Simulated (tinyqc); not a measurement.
Inside a calculation: hole subbands of a hard-walled well, four-band Luttinger model. Values are carried at full precision from step to step, so a last printed digit may differ when a step is redone from the rounded ones.

Constants: hbar^2/2m0 = 3.80998211 eV angstrom^2.

Inputs chosen for the exercise (near those of Ge; not measured data): b = -2.59 eV (shear deformation potential); C11 = 128.6 GPa; C12 = 47.6 GPa; e_par = 0.0053 (strain in the plane); g1 = 13.45 (Luttinger gamma1); g2 = 4.25 (gamma2); L = 70 angstrom (well width along [001]); g3 = 5.69 (gamma3); k = 0.0512 1/angstrom (wave vector in the plane); N = 3 (sines for each component); kmax = 0.108 1/angstrom (end of the path).

## Shear strain energy

e_perp = -2 (C12/C11) e_par and Zs = b (e_par - e_perp); Zs > 0 lifts the heavy-hole edge by Zs and lowers the light-hole edge by Zs.

e_perp = -0.00392
shear strain energy Zs = -0.02389 eV

## Levels at k = 0

R and S vanish: HHn = c (g1 - 2 g2)(n pi/L)^2 - Zs and LHn = c (g1 + 2 g2)(n pi/L)^2 + Zs, c = hbar^2/2m0, hole energies counted downwards. Sort HH1 to HH4 and LH1, LH2.

Levels:
```
subband  E (eV)
HH1      0.0619
LH1      0.1446
HH2      0.1758
HH3      0.3658
HH4      0.6317
LH2      0.6499
```

The top subband is HH1, 82.7 meV from LH1. The confinement energy of LH1 or the strain splitting is not small against a spin-orbit splitting of about 0.295 eV, so a six-band model would move the light holes.

## The matrix at one k

Hole energies are counted downwards from the unstrained band edge, c = hbar^2/2m0. After the usual block transformation one block is H = [[P + Q - Zs, R - i S], [R + i S, P - Q + Zs]] in (heavy, light), with P +/- Q = c [(g1 +/- g2) k^2 + (g1 -/+ 2 g2) kz^2], R = sqrt(3) c gR k^2, S = 2 sqrt(3) c g3 k kz, kz = -i d/dz; axial approximation gR = (g2 + g3)/2. Zs = b (e_par - e_perp) is the shear part of the strain (the hydrostatic part shifts all levels alike and is left out). Basis sqrt(2/L) sin(n pi z/L), n = 1 to N, for each component: kz^2 gives (n pi/L)^2 and the heavy-light block is R delta_nm - 2 sqrt(3) c g3 k D_nm with D_nm = 4 n m/(L (n^2 - m^2)) for n + m odd, 0 otherwise. The other block has the same levels. The split-off band is left out.

Fill in the 2N x 2N matrix, in meV.

H(k) (meV), rows h1, h2, h3, l1, l2, l3 and columns alike:
```
[[238.66, 0, 0, 85.98, 146.48, 0],
 [0, 352.62, 0, -146.48, 85.98, 263.66],
 [0, 0, 542.55, 0, -263.66, 85.98],
 [85.98, -146.48, 0, 236.44, 0, 0],
 [146.48, 85.98, -263.66, 0, 741.78, 0],
 [0, 263.66, 85.98, 0, 0, 1584.01]]
```

## Levels and mixing

Diagonalise; give the four lowest hole energies and the weight of the heavy component (the first half of the basis) in each.

levels (meV): [86.80, 183.30, 397.59, 430.14]

heavy weight: [0.452, 0.806, 0.823, 0.553]

The most mixed of the four is number 1, with 45 % heavy character. Against 60 sines these levels lie 1.6, 4.3, 51.9 and 35.3 meV too high: the small basis is not converged.

## Dispersion in the plane

N = 20, nine points from 0 to kmax.

Hole energies (meV):
```
k (1/angstrom)      E1      E2      E3      E4  heavy weight of 1  heavy weight of 2
0.0000           61.88  144.56  175.84  365.77              1.000              0.000
0.0135           70.93  125.68  209.19  357.47              0.988              0.307
0.0270           85.78  120.87  266.41  341.92              0.736              0.617
0.0405           84.53  152.53  335.08  335.70              0.494              0.831
0.0540           86.14  184.39  350.44  411.04              0.440              0.778
0.0675           95.82  201.84  376.29  490.58              0.414              0.682
0.0810          113.59  213.17  393.88  563.79              0.396              0.612
0.0945          138.97  226.70  403.87  614.67              0.381              0.564
0.1080          171.49  245.89  413.34  642.17              0.369              0.528
```

At small k the hole energy falls in subbands 2 and 4: an electron-like mass, caused by repulsion from a deeper subband. E2 - E1 is smallest, 35.1 meV, at k = 0.0270 of the points listed. The top subband goes from 1.00 to 0.37 in heavy weight.

## Mass of HH1 in the plane

Second order in k: 1/m = g1 + g2 - sum_n 12 c g3^2 D_1n^2/(LHn - HH1) over even n up to 60, with D_1n = 4n/(L (n^2 - 1)) in size, LHn - HH1 = c [(g1 + 2 g2) n^2 - (g1 - 2 g2)](pi/L)^2 + 2 Zs, c = hbar^2/2m0.

LHn - HH1 for n = 2, 4, 6 (meV): [588.0, 2609.4, 5978.3]
terms for n = 2, 4, 6: [3.6532, 0.1317, 0.0238]
sum of all terms = 3.8225
mass without mixing, 1/(g1 + g2) = 0.0565 m0
1/m with mixing = 13.8775 1/m0

Mixing with the light holes takes m from 0.056 to 0.072 m0.

## Checks

- 1/m of HH1 from the full matrix (N = 60) at small k against second order: both 13.877.
- The 2 x 2 block with gR = g2 (k along [100]) for a plane wave (k, 0, pi/L) against the bulk heavy-hole formula, eV: both 0.04860.
- Lowest level at the given k on a real-space grid of 240 points against 60 sines, eV: both 0.0852.

(tinyqc, `OMP_NUM_THREADS=1 python tinyqc.py 1282509 1282510 out.jsonl`, Intel(R) Xeon(R) Processor @ 2.30GHz, 1 thread, shared host, about 0.1 s.)
